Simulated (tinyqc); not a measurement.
## Strained Delta valleys, repopulation and conductivity mass: effect of the temperature

A cubic crystal with three pairs of conduction valleys along x, y and z under uniaxial stress X along [110] (X > 0 is tension); current along [110]. Non-degenerate electrons, fixed total density, one relaxation time for all valleys and stresses, masses unchanged by strain, so the mobility goes as the mean inverse mass.

Stress s_ij = X a_i a_j with a the unit vector along [110]; strain e_ii = s11 s_ii + s12 (s_jj + s_kk), e_ij = s44 s_ij/2. Valley shift dE = Xu (n.e.n - trace(e)/3) with n the valley axis; share f proportional to exp(-dE/Vt). Inverse mass along the current d = [110]: (n.d)^2/ml + (1 - (n.d)^2)/mt; mu/mu0 = sum f (1/m) over the plain mean of 1/m. pi is the small-stress slope -d(mu/mu0)/dX; each row is against the unstrained crystal at the same T.

Inputs (values chosen for the exercise); values close to those of silicon:
```
symbol  value   unit                             meaning
s11      7.82  1/TPa                          compliance
s12     -2.13  1/TPa                          compliance
s44        13  1/TPa                          compliance
Xu       9.13     eV         shear deformation potential
ml       0.89     m0                   longitudinal mass
mt      0.192     m0                     transverse mass
X         980    MPa  uniaxial stress (tension positive)
```

Constants: q = 1.602176634e-19 C, kB = 1.380649e-23 J/K, Vt = kB T/q. Results are converted to the units shown.

Result of one run:

| T (K) | splitting/Vt | mu/mu0 | pi (1e-11 1/Pa) |
|---|---|---|---|
| 300 | 1.722 | 1.214 | -20.73 |

What becomes of these results when the temperature T is changed from 300 to 180 K, all else the same?

Result of the changed run:

| T (K) | splitting/Vt | mu/mu0 | pi (1e-11 1/Pa) |
|---|---|---|---|
| 180 | 2.870 | 1.300 | -34.55 |

The whole series:

| T (K) | splitting/Vt | mu/mu0 | pi (1e-11 1/Pa) |
|---|---|---|---|
| 77 | 6.709 | 1.353 | -80.77 |
| 120 | 4.305 | 1.340 | -51.82 |
| 180 | 2.870 | 1.300 | -34.55 |
| 240 | 2.152 | 1.254 | -25.91 |
| 300 | 1.722 | 1.214 | -20.73 |
| 380 | 1.359 | 1.174 | -16.37 |
| 460 | 1.123 | 1.145 | -13.52 |

The ratio mu/mu0 falls from 1.35 to 1.14, and pi goes as 1/T, from -80.8 to -13.5.

Range of the model: Shear strain also changes the transverse masses of these valleys, which is left out.

Computed by the program tinyqc: `OMP_NUM_THREADS=1 python tinyqc.py 2530093 2530094 out.jsonl`, one thread of a shared Intel Xeon 2.30GHz, about 0.01 s for the whole run.
